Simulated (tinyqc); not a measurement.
# Thin film between two gates, subbands and threshold shift from confinement: two studies

Undoped body with a flat potential across it, hard walls, transport along x. One isotropic valley (g = 1, mx = my = mz = me). Non-parabolicity enters the subband edges through E (1 + al E) = gamma, so E = 2 gamma/(1 + sqrt(1 + 4 al gamma)); motion within a subband is taken as parabolic with the band-edge mass. Energies are counted from the bulk band edge.

Values chosen for this exercise; masses close to those of In0.53Ga0.47As:
- T = 300 K (temperature)
- me = 0.0412 m0 (mass at the band edge)
- al = 1.3 1/eV (non-parabolicity)
- t = 13.9 nm (film thickness (along z))
- dl = 0.2 nm (widening of the box by penetration into the insulator)
- Cg = 2.7 uF/cm^2 (gate capacitance per area of interface)

Constants: q = 1.602176634e-19 C, kB = 1.380649e-23 J/K, hbar = 1.054571817e-34 J s, m0 = 9.1093837015e-31 kg, Vt = kB T/q, hbar^2/(2 m0) = 0.0380998212 eV nm^2. Results are converted to the units shown.

Each table varies one quantity; the others keep the values above.

## Confinement against the film thickness

gamma = C (pi k/(t + dl))^2/mz, C = hbar^2/(2 m0). Each subband has N_k = g sqrt(mx my) m0 kB T/(pi hbar^2); without degeneracy n = exp(EF/Vt) sum N_k exp(-E_k/Vt). Classical value Nc times t, Nc = sum over valleys of 2 g (m m0 kB T/(2 pi hbar^2))^1.5 with m = (mx my mz)^(1/3). Threshold shift dVT = Vt ln(classical value/sum N_k exp(-E_k/Vt)). With degeneracy n = sum N_k F((EF - E_k)/Vt), F(x) = ln(1 + exp(x)); gate: Vg = EF + q n/(Cg P), P = 2 (both faces), summed over the 60 lowest subbands at most, with Vg counted from the value that would put EF at the bulk band edge of an empty body. The last two columns are for Vg = 0.5 V; sensitivity d(dVT)/dt by central differences between 0.99 and 1.01 times the value.

Confinement against the film thickness:

| t (nm) | E_1 (meV) | gap to the next edge (meV) | dVT (mV) | sensitivity (mV/nm) | n/P (cm^-2) | share of the lowest subband (%) |
|---|---|---|---|---|---|---|
| 3 | 528.4 | 787.1 | 477.8 | -226.1 | 5.711e10 | 100.0 |
| 3.8 | 381.4 | 613.6 | 336.9 | -136.4 | 6.828e11 | 100.0 |
| 4.8 | 270.2 | 472.7 | 231.8 | -80.40 | 1.310e12 | 100.0 |
| 6.1 | 185.3 | 355.0 | 153.1 | -45.03 | 1.793e12 | 99.96 |
| 7.7 | 125.7 | 262.9 | 99.52 | -24.55 | 2.191e12 | 95.97 |
| 9.8 | 82.44 | 187.7 | 62.47 | -12.42 | 2.765e12 | 78.91 |
| 12 | 57.08 | 138.5 | 42.25 | -6.685 | 3.193e12 | 68.31 |
| 16 | 33.33 | 86.96 | 25.17 | -2.648 | 3.785e12 | 55.02 |
| 20 | 21.75 | 59.20 | 17.66 | -1.325 | 4.227e12 | 46.29 |

What does the table show?

As t grows from 3 to 20 nm, E_1 falls from 528 to 21.8 meV and dVT falls from 478 to 17.7 mV. E_1 goes as t^(-1.38) at the thin end (-2 for a parabolic band without penetration); a thickness error of 0.2 nm moves the threshold by 45 mV in the first row and 0.26 mV in the last. The charge per interface area rises from 5.71e10 to 4.23e12 cm^-2. For t = 6.1, 7.7, 9.8, 12, 16, 20 the charge in the last two columns would bend the potential across the body by some 30 mV or more, which is left out.

## Charge and subband filling against gate voltage

Same model as above.

Each subband has N_k = g sqrt(mx my) m0 kB T/(pi hbar^2). Cq = q dn/dEF.

Results:

| Vg (V) | EF - E_1 (eV) | n (cm^-2) | n/P (cm^-2) | share of the lowest subband (%) | Cq/(Cg P) | total C/(Cg P) |
|---|---|---|---|---|---|---|
| -0.11 | -0.1535 | 1.190e9 | 5.949e8 | 98.58 | 0.001364 | 0.001362 |
| 0.01 | -0.03639 | 9.897e10 | 4.948e10 | 98.42 | 0.1022 | 0.09272 |
| 0.14 | 0.06187 | 1.169e12 | 5.844e11 | 94.42 | 0.5376 | 0.3496 |
| 0.39 | 0.1982 | 4.998e12 | 2.499e12 | 68.26 | 1.057 | 0.5139 |
| 0.52 | 0.2584 | 7.353e12 | 3.676e12 | 60.48 | 1.296 | 0.5644 |
| 0.64 | 0.3083 | 9.713e12 | 4.857e12 | 54.63 | 1.483 | 0.5973 |
| 0.77 | 0.3597 | 1.236e13 | 6.181e12 | 50.08 | 1.575 | 0.6116 |
| 0.89 | 0.4051 | 1.488e13 | 7.438e12 | 46.87 | 1.732 | 0.6340 |

Estimate the missing row, Vg = 0.27 V.

Computed row:

| Vg (V) | EF - E_1 (eV) | n (cm^-2) | n/P (cm^-2) | share of the lowest subband (%) | Cq/(Cg P) | total C/(Cg P) |
|---|---|---|---|---|---|---|
| 0.27 | 0.1378 | 2.991e12 | 1.496e12 | 79.35 | 0.8956 | 0.4725 |

With this row back in the table: EF passes E_1 = 0.0435 eV at Vg = 0.0528 V. The share of the lowest subband falls from 98.6 to 46.9 % and the total capacitance rises from 0.00136 to 0.634 of Cg P. Between the last two rows 38 % of the added gate voltage goes into raising EF. For Vg = 0.14, 0.27, 0.39, 0.52, 0.64, 0.77, 0.89 the charge would bend the potential across the body by some 30 mV or more, which is left out.

Range of the model: Non-parabolicity also makes carriers heavier within each subband, which is left out, so densities of states are understated at high energy.

Computed by the program tinyqc: `OMP_NUM_THREADS=1 python tinyqc.py 2350135 2350136 out.jsonl`, one thread of a shared Intel Xeon 2.30GHz, about 0.04 s for the whole run.
